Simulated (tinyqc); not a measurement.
Implant damage, amorphisation by cascade overlap, and solid-phase epitaxial regrowth: one step, computed by the program tinyqc.

Range and width of the damage are inputs. Dynamic annealing enters only through the surviving share f.

Problem. Isothermal regrowth. v = v0 x orientation factor x exp(-E_a/(k_B T)) x [1 + (enhancement - 1) exp(-(z - R_d)^2/(2 s_d^2))], T = anneal temperature + 273.15 K; the dopant is taken to follow the damage profile; the lower front moves from the lower edge z2 to the surface, or to the middle (z1 + z2)/2 of a buried layer with upper edge z1; time = int dz/v; the equivalent undoped distance is that time times the undoped velocity.

Inputs (values chosen for the exercise, modelled on phosphorus ions in silicon):

| quantity | value | unit |
|---|---|---|
| depth of the damage peak R_d | 11 | nm |
| width of the damage profile s_d | 5.2 | nm |
| regrowth prefactor v0 | 5.9e+15 | nm/s |
| regrowth energy E_a | 2.69 | eV |
| anneal temperature | 597 | C |
| rate relative to (100) | 0.04 | - |
| peak enhancement by the dopant | 11 | - |

lower edge = 20.66366 nm

upper edge = 1.336338 nm

Constants: k_B = 8.617333262e-05 eV/K.

Give: undoped velocity; distance to regrow; time without enhancement; equivalent undoped distance; time with enhancement.

Solution.

undoped velocity = 0.06206 nm/s

distance to regrow = 9.664 nm

time without enhancement = 155.7 s

equivalent undoped distance = 1.574 nm

time with enhancement = 25.36 s

The rate doubles for each 17 K or so near this temperature. Caution: regrowth on (111) is not only slow but leaves twins, which a single velocity does not describe.
